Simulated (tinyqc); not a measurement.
Smearing for a one-band metal on the square lattice: one step. Occupations and energies.

With x = (E_k - mu)/sigma: Fermi-Dirac f = 1/(1 + exp(x)), s = -f ln f - (1 - f) ln(1 - f). With weights w = points/N^d (d the dimension), mu solves 2 sum w f = ne; E = 2 sum w f E_k, S = 2 sum w s, F = E - sigma S.

Values chosen for the exercise: ne = 0.4 (electrons per cell); sigma = 0.068 eV (width).

Distinct levels:
```
E_k (eV)   points
-2.400000       1
-2.095391       4
-1.763330       4
-1.360000       4
-0.961665       8
-0.624609       4
-0.320000       2
-0.160000       8
0.000000        4
0.172061        4
0.961665        8
1.360000        4
2.083330        4
2.547939        4
3.040000        1
```

Problem. Converge mu, then list x, f and s of each level and form the sums.

Give: mu; x, f and s of each level; E; S; F; (E + F)/2.

Solution.

mu = -1.2106 eV

x, f and s of each level:
```
E_k (eV)       x       f       s
-2.4000   -17.49  1.0000  0.0000
-2.0954   -13.01  1.0000  0.0000
-1.7633    -8.13  0.9997  0.0027
-1.3600    -2.20  0.9000  0.3251
-0.9617     3.66  0.0251  0.1172
-0.6246     8.62  0.0002  0.0017
-0.3200    13.10  0.0000  0.0000
-0.1600    15.45  0.0000  0.0000
0.0000     17.80  0.0000  0.0000
0.1721     20.33  0.0000  0.0000
0.9617     31.95  0.0000  0.0000
1.3600     37.80  0.0000  0.0000
2.0833     48.44  0.0000  0.0000
2.5479     55.27  0.0000  0.0000
3.0400     62.51  0.0000  0.0000
```

E = -0.7163 eV
S = 0.0705
F = -0.7211 eV
(E + F)/2 = -0.7187 eV

Levels with f between 0.001 and 0.999: 2. (E + F)/2 removes the term in sigma^2 for this scheme. That argument needs a smooth density of states, and the number of distinct levels within 2 sigma of mu is only 0, so it may fail on this mesh.

(tinyqc, `OMP_NUM_THREADS=1 python tinyqc.py 1681751 1681752 out.jsonl`, Intel(R) Xeon(R) Processor @ 2.30GHz, 1 thread, shared host, about 0.08 s.)
